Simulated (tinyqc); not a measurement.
# Permittivity and interlayer from two capacitances

Question. A two-layer stack has Cox = eps0/(t1/e1 + t2/e2) and EOT = 3.9 eps0/Cox. Find e2, the EOT of layer 1 and, with e1 given, t1.

Parameters, values chosen for the exercise: relative permittivity of layer 1 e1 = 7.48.

Constants: eps0 = 8.8541878128e-14 F/cm where lengths are in cm. Results are converted to the units shown.

Cox at t2 = 1.6 and 7.6 nm (uF/cm^2): [3.5394396, 1.8204321]

Solution. EOT is linear in t2 with slope 3.9/e2, and its intercept is the EOT of layer 1.

e2 = 25.40
EOT of layer 1 = 0.7299 nm
t1 = 1.400 nm

tinyqc, about 0.01 s, one thread, Intel Xeon 2.30GHz (shared host): `OMP_NUM_THREADS=1 python tinyqc.py 2010140 2010141 out.jsonl`
